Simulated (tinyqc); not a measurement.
Narrowing from the saturation current.

Inverse problem. A uniform n-type emitter has J0 = (q p0 D/L)(s + tanh(W/L))/(1 + s tanh(W/L)), D = mup Vt, s = S L/D, and p0 = (ni^2/N) exp(dE_app/kB T), where dE_app = dEg + kB T ln[(N/Nc) exp(-eta)]. Find p0, dE_app and dEg.

Parameters, values chosen for the exercise; band and dielectric values close to those of silicon:
```
symbol,value,unit,meaning
T,250,K,temperature
Nc,2.09e19,cm^-3,conduction-band density of states at 250 K
N,1.7e20,cm^-3,ionised donor density
mup,210,cm^2/(V s),minority-hole mobility
W,570,nm,emitter width
S,3.2e5,cm/s,recombination velocity at the contact
```

Constants: q = 1.602176634e-19 C, kB = 1.380649e-23 J/K, Vt = kB T/q. Results are converted to the units shown.

J0 = 0.038646550 fA/cm^2
L = 217.72984 nm
ni = 1.0480851e8 cm^-3
converged eta = 4.7081145

Solution. J0 gives p0, its ratio to ni^2/N gives dE_app, and the degeneracy term is taken off.

p0 = 0.00116 cm^-3
dE_app = 62.2 meV
dEg = 118 meV

tinyqc, about 0.01 s, one thread, Intel Xeon 2.30GHz (shared host): `OMP_NUM_THREADS=1 python tinyqc.py 2330143 2330144 out.jsonl`
